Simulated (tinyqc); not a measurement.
Frequency dispersion of an accumulation capacitance by border traps, distributed model: two steps of the calculation.

Traps spread evenly through the insulator exchange electrons with the semiconductor by tunnelling, with tau(x) = t0 exp(2 ka x) at depth x from the interface. The admittance per area Y seen at depth x obeys dY/dx = -Y^2/(i w eps0 eox) + q Nb ln(1 + i w tau)/tau, with Y(0) = i w Cs and w = 2 pi f; the gate sees Y(tox) = G + i w C. Working variable y = Y/(i w), in uF/cm^2. Cox = eps0 eox/tox.

Values chosen for this exercise; permittivity close to that of silicon dioxide: relative permittivity of the insulator eox = 3.94; insulator thickness tox = 3.7 nm; semiconductor capacitance in accumulation Cs = 0.7 uF/cm^2; density of border traps Nb = 1.5e19 cm^-3 eV^-1; decay constant of the wave function in the insulator ka = 3 1/nm; time constant of a trap at the interface t0 = 2e-9 s; frequency f = 100 Hz; depth down to which the steps are taken xe = 3.1 nm.

Constants: q = 1.602176634e-19 C, eps0 = 8.8541878128e-14 F/cm where lengths are in cm. Results are converted to the units shown.

Task 1. Scales and lumped estimate. Cox; trap-free value 1/(1/Cox + 1/Cs); response depth d = ln(1/(w t0))/(2 ka), where w tau = 1; lumped estimate: all traps within d act as C_bt = q Nb d placed at d/2, so C = 1/{1/[1/(1/Cs + d/(2 eps0 eox)) + C_bt] + (tox - d/2)/(eps0 eox)}.

Find: Cox; trap-free C; d; C_bt; lumped C.

Result 1.

Cox = 0.94285 uF/cm^2
trap-free C = 0.40174 uF/cm^2
d = 2.2645 nm
C_bt = 0.54422 uF/cm^2
lumped C = 0.61229 uF/cm^2

The traps within reach amount to 0.777 Cs and lie in the first 61.2 % of the insulator.

Task 2. Capacitance and conductance at the gate. Beyond xe the traps are ignored, so 1/y(tox) = 1/y(xe) + (tox - xe)/(eps0 eox); C = Re y, G/w = -Im y, loss tangent G/(w C).

y at xe = 0.72990664-0.04414286i uF/cm^2

Give: y at the gate; C; G/w; loss tangent.

Result 2.

y at the gate = 0.64873-0.03484i uF/cm^2
C = 0.64873 uF/cm^2
G/w = 0.034843 uF/cm^2
loss tangent = 0.053710

Computed by the program tinyqc: `OMP_NUM_THREADS=1 python tinyqc.py 2202080 2202081 out.jsonl`, one thread of a shared Intel Xeon 2.30GHz, about 0.3 s for the whole run.
